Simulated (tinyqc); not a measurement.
What moves the Fermi level: Fermi-Dirac statistics of conduction electrons.

Non-parabolic band E (1 + alpha E) = c k^2/m: n = Nc (2/sqrt(pi)) integral_0^infinity sqrt(x (1 + a x)) (1 + 2 a x) dx/(1 + exp(x - eta)) with a = alpha kT and eta = (EF - Ec)/kT; a = 0 gives n = Nc F_1/2(eta).

Constants: hbar^2/2m0 = 3.80998211 eV angstrom^2; kB = 8.617333262e-05 eV/K.

Values chosen for the exercise (near those of Si, lowest valleys alone; the results hold for these values, not for the real material): m = 1.07 m0 (density-of-states mass of the conduction band); T = 300 K; n = 5e+18 1/cm^3 (electron density); alpha = 0.46 1/eV (non-parabolicity).

N = 2 (m kB T/(4 pi c))^(3/2) with c = hbar^2/2m0, in 1/angstrom^3; times 1e24 for 1/cm^3.

One parameter was then changed.

Results before and after:
```
case     parabolic EF - Ec (meV)  non-parabolic EF - Ec (meV)
base                      -42.69                       -43.93
changed                   -42.69                       -44.54
```

Which of these changes was made? (a) T = 350 K; (b) alpha = 0.69 1/eV; (c) m = 0.963 m0; (d) n = 1e+19 1/cm^3.

Answer: (b) alpha = 0.69 1/eV. Of the candidates, run in turn, only this one gives the changed row.

All candidates:
```
case               parabolic EF - Ec (meV)  non-parabolic EF - Ec (meV)
base                                -42.69                       -43.93
m = 0.963 m0                        -38.32                       -39.59
T = 350 K                           -57.17                       -58.83
n = 1e+19 1/cm^3                    -23.13                       -24.49
alpha = 0.69 1/eV                   -42.69                       -44.54
```

(tinyqc, `OMP_NUM_THREADS=1 python tinyqc.py 1651544 1651545 out.jsonl`, Intel(R) Xeon(R) Processor @ 2.30GHz, 1 thread, shared host, about 0.01 s.)
